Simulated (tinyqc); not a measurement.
Double-gate transistor, scale length and short-channel effects: a higher permittivity at fixed equivalent oxide thickness.

A body of thickness ts between two insulators of thickness ti and two tied gates. Below threshold the potential that source and drain add obeys Laplace's equation and vanishes on the gate. Its lowest mode decays along the channel as exp(-k y); k is the smallest positive root of the matching condition at the interface, and the scale length is Lambda = pi/k.

k is the smallest positive root of f(k) = ei cos(k ti) cos(k ts/2) - eps_r sin(k ti) sin(k ts/2). Along the channel psi(y) = s + a exp(y/l) + b exp(-y/l) with psi(0) = Vbi, psi(L) = Vbi + Vds and l = 1/k = Lambda/pi; with A = Vbi - s, B = A + Vds, x = exp(-L/l): a = (B - A x) x/(1 - x^2), b = (A - B x)/(1 - x^2). The minimum is s + 2 sqrt(a b), at y = (l/2) ln(b/a). The long-channel potential follows the gate as s = sT + (Vg - VTL)/m, and the threshold VT is the gate voltage at which the minimum equals sT. Swing = m Vt ln 10/g at threshold, g = d(minimum)/ds = 1 - (b x + a)/((1 + x) sqrt(a b)). DIBL = [VT(0.05 V) - VT(Vds)]/(Vds - 0.05 V). sT and Vbi are held fixed; m = 1. The equivalent oxide thickness 3.9 ti/ei is held at 0.66 nm, so ti = 0.66 ei/3.9 nm.

Inputs (values chosen for the exercise); permittivities: semiconductor close to that of silicon, insulator close to that of silicon nitride: temperature T = 300 K; relative permittivity of the semiconductor eps_r = 11.5; body thickness ts = 8.6 nm; channel length L = 37 nm; potential of the source Vbi = 0.9 V; potential of the barrier top at threshold sT = 0.67 V; drain voltage Vds = 0.8 V.

Constants: q = 1.602176634e-19 C, kB = 1.380649e-23 J/K, Vt = kB T/q. Results are converted to the units shown.

A higher permittivity at fixed equivalent oxide thickness:
```
ei   ti (nm)  Lambda (nm)  L/Lambda  DIBL (mV/V)  swing (mV/decade)
3.9   0.6600        12.24     3.023        5.535              60.88
5     0.8462        12.26     3.018        5.580              60.89
7.5    1.269        12.33     3.002        5.727              60.93
10     1.692        12.42     2.979        5.943              60.98
15     2.538        12.71     2.912        6.622              61.14
20     3.385        13.14     2.816        7.743              61.41
25     4.231        13.75     2.692        9.490              61.83
35     5.923        15.52     2.384        15.82              63.31
```

As ei goes from 3.9 to 35, Lambda rises from 12.2 to 15.5 nm, DIBL rises from 5.53 to 15.8 mV/V and the swing rises from 60.9 to 63.3 mV a decade. The ratio ei/ti is the same in every row, yet the insulator grows from 0.660 to 5.92 nm, and drain fields reach the channel sideways through it.

Program tinyqc, `OMP_NUM_THREADS=1 python tinyqc.py 2420019 2420020 out.jsonl`; Intel Xeon 2.30GHz, shared host, one thread, about 0.01 s.
